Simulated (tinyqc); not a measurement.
The diagram with and without ligand: potential-pH (Pourbaix) lines of a metal, its cation, its oxide and an oxyanion, with a complexing ligand. Computed by tinyqc, a small Python program. Command: `OMP_NUM_THREADS=1 python tinyqc.py 3031885 3031886 out.jsonl pourb walk`. One thread of a shared host (Intel(R) Xeon(R) Processor @ 2.30GHz), about 0.02 s of CPU time with the checks.

Potentials are against the standard hydrogen electrode; solids and water have unit activity; dG_f of M, H+ and the electron is zero; F = e N_A and s = R T ln(10)/F. The cation carries z = 2.

Inputs (values chosen for the exercise, modelled on cobalt): dG_f of the cation = -54.2 kJ/mol; dG_f of the oxide = -216.31 kJ/mol; dG_f of the oxyanion = -280.22 kJ/mol; dG_f of water = -237.14 kJ/mol; temperature T = 298.15 K; log10 of the dissolved activity a = -5; log10 of the stability constant beta of ML = 6.4; pKa of HL = 9.7; total ligand c_L = 0.11 mol/L.

Species: M, M2+, MO, MO2(2-).

Constants: R = 8.314462618 J/(mol K); e = 1.602176634e-19 C; N_A = 6.02214076e+23 1/mol.

Method. M2+ + 2e = M; MO + 2H+ + 2e = M + H2O; MO2(2-) + 4H+ + 2e = M + 2H2O. For each, E0 = -dG/(z F), and E = E0 + (s/z) log10 a - (s n_H/z) pH, with no activity term for the oxide. The free ligand is c_L/(1 + 10^(pKa - pH)) (ligand in excess); dissolved metal is a in all, so the free cation is a/alpha, alpha = 1 + beta [L]; the cation line drops by (s/z) log10 alpha.

E0 (V): cation -0.28087, oxide 0.10794, oxyanion 1.00565

s = 0.0591593 V

Lines against the metal (V); the species with the lowest line is stable above it:
```
pH    cation     oxide  oxyanion  stable above  cation with ligand  stable above, ligand
0   -0.42877   0.10794   0.85775        cation            -0.42877             dissolved
2   -0.42877  -0.01037   0.62111        cation            -0.42884             dissolved
4   -0.42877  -0.12869   0.38447        cation            -0.43441             dissolved
5   -0.42877  -0.18785   0.26615        cation            -0.45284             dissolved
6   -0.42877  -0.24701   0.14783        cation            -0.48051             dissolved
7   -0.42877  -0.30617   0.02952        cation            -0.50986             dissolved
8   -0.42877  -0.36533  -0.08880        cation            -0.53919             dissolved
9   -0.42877  -0.42449  -0.20712        cation            -0.56668             dissolved
10  -0.42877  -0.48365  -0.32544         oxide            -0.58451             dissolved
12  -0.42877  -0.60197  -0.56208         oxide            -0.58966                 oxide
14  -0.42877  -0.72029  -0.79872      oxyanion            -0.58972              oxyanion
```

What does the comparison show, and why?

Without ligand the oxide holds 2 of the eleven rows (pH 10 to 12), with it 1 (pH 12). The ligand acts once beta [L] exceeds 1, from pH = pKa - log10(beta c_L) = 4.3 on; its line then falls by at most s/z per pH unit and flattens beyond pKa, 0.161 V below the free cation at most. The oxide line falls faster, by s per pH unit, so the oxide takes over again at higher pH.

Extremes, crossings and ranges named in words are read from the listed rows.
